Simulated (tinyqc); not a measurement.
Inside a calculation. Method: UHF in the 3-21g basis, for H2, spin multiplicity 1. One step of it, computed by the program tinyqc.

Question. Iteration 1: diagonalisation and new density. Diagonalise F' = X^T F X, C = X C', fill 1 alpha and 1 beta electrons from the bottom; D(s) = C_occ C_occ^T. Each column has its largest component positive (the first on a tie).

F(alpha) (hartree):
```
           1H 1s      1H 2s      2H 1s      2H 2s
1H 1s  -0.000270  -0.547508  -0.215409  -0.367315
1H 2s  -0.547508  -0.382492  -0.205537  -0.300679
2H 1s  -0.215409  -0.205537   0.540262  -0.150176
2H 2s  -0.367315  -0.300679  -0.150176  -0.117559
```

F(beta) (hartree):
```
           1H 1s      1H 2s      2H 1s      2H 2s
1H 1s   0.540262  -0.150176  -0.215409  -0.205537
1H 2s  -0.150176  -0.117559  -0.367315  -0.300679
2H 1s  -0.215409  -0.367315  -0.000270  -0.547508
2H 2s  -0.205537  -0.300679  -0.547508  -0.382492
```

X:
```
           1H 1s      1H 2s      2H 1s      2H 2s
1H 1s   1.240233  -0.484136   0.025128   0.023814
1H 2s  -0.484136   1.467246   0.023814  -0.458489
2H 1s   0.025128   0.023814   1.240233  -0.484136
2H 2s   0.023814  -0.458489  -0.484136   1.467246
```

Give: F' = X^T F X; orbital energies; coefficients C; F' = X^T F X; orbital energies; coefficients C; D(alpha) after iteration 1; D(beta) after iteration 1.

Answer.

F' = X^T F X (alpha) (hartree):
```
         1        2        3        4
1   0.5443  -0.7226  -0.0480  -0.1501
2  -0.7226   0.1653  -0.0602  -0.1970
3  -0.0480  -0.0602   0.9732  -0.5102
4  -0.1501  -0.1970  -0.5102   0.3111
```

orbital energies (alpha) (hartree): MO1 -0.5122, MO2 0.1522, MO3 1.1019, MO4 1.2520

coefficients C (alpha):
```
          MO1      MO2      MO3      MO4
1H 1s  0.3525  -0.1286   1.2778   0.0067
1H 2s  0.6134  -0.7146  -1.2765   0.2854
2H 1s  0.0669   0.1622   0.0217   1.3200
2H 2s  0.1602   1.0842   0.2856  -1.1469
```

F' = X^T F X (beta) (hartree):
```
         1        2        3        4
1   0.9732  -0.5102  -0.0480  -0.0602
2  -0.5102   0.3111  -0.1501  -0.1970
3  -0.0480  -0.1501   0.5443  -0.7226
4  -0.0602  -0.1970  -0.7226   0.1653
```

orbital energies (beta) (hartree): MO1 -0.5122, MO2 0.1522, MO3 1.1019, MO4 1.2520

coefficients C (beta):
```
          MO1      MO2      MO3      MO4
1H 1s  0.0669   0.1622   0.0217   1.3200
1H 2s  0.1602   1.0842   0.2856  -1.1469
2H 1s  0.3525  -0.1286   1.2778   0.0067
2H 2s  0.6134  -0.7146  -1.2765   0.2854
```

D(alpha) after iteration 1:
```
        1H 1s   1H 2s   2H 1s   2H 2s
1H 1s  0.1243  0.2163  0.0236  0.0565
1H 2s  0.2163  0.3763  0.0411  0.0982
2H 1s  0.0236  0.0411  0.0045  0.0107
2H 2s  0.0565  0.0982  0.0107  0.0256
```

D(beta) after iteration 1:
```
        1H 1s   1H 2s   2H 1s   2H 2s
1H 1s  0.0045  0.0107  0.0236  0.0411
1H 2s  0.0107  0.0256  0.0565  0.0982
2H 1s  0.0236  0.0565  0.1243  0.2163
2H 2s  0.0411  0.0982  0.2163  0.3763
```
